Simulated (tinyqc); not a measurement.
MOS structure on a p-type body with a doping step (retrograde), non-linear Poisson equation by Newton steps: one step of the calculation.

One dimension, insulator interface at x = 0, acceptor density N1 for x < x1 and Na beyond, net doping C = -(acceptor density). psi is counted from the intrinsic level: n = ni exp((psi - Vb)/Vt), p = ni exp(-psi/Vt); deep in the body psi_b = -Vt ln(Na/ni). The gate acts through Cox = eps0 eox/tox and has the potential psi_G = Vg - (phiM - chi - Vt ln(Nc/ni)). Boltzmann statistics, full ionisation, classical densities, no oxide or interface charge.

Problem. Scales and end potentials. ni = sqrt(Nc Nv) exp(-Eg/(2 Vt)), Eg in volts; Cox, psi_G and psi_b as defined.

Values chosen for this exercise; band and dielectric values close to those of silicon: temperature T = 250 K; band gap Eg = 1.1 eV; conduction-band density of states at T Nc = 2.17e19 cm^-3; valence-band density of states at T Nv = 2.01e19 cm^-3; electron affinity chi = 4.03 eV; acceptor density deep in the body Na = 7.7e16 cm^-3; relative permittivity of the gate insulator (close to silicon dioxide) eox = 3.9; insulator thickness tox = 3.4 nm; gate work function phiM = 4.13 eV; gate voltage against the body Vg = 0.41 V.

Constants: q = 1.602176634e-19 C, kB = 1.380649e-23 J/K, Vt = kB T/q, eps0 = 8.8541878128e-14 F/cm where lengths are in cm. Results are converted to the units shown.

Find: ni; Cox; psi_G; psi_b.

Solution.

ni = 1.7073e8 cm^-3
Cox = 1.0156 uF/cm^2
psi_G = 0.86083 V
psi_b = -0.42929 V

Computed by the program tinyqc: `OMP_NUM_THREADS=1 python tinyqc.py 2080128 2080129 out.jsonl`, one thread of a shared Intel Xeon 2.30GHz, about 0.5 s for the whole run.
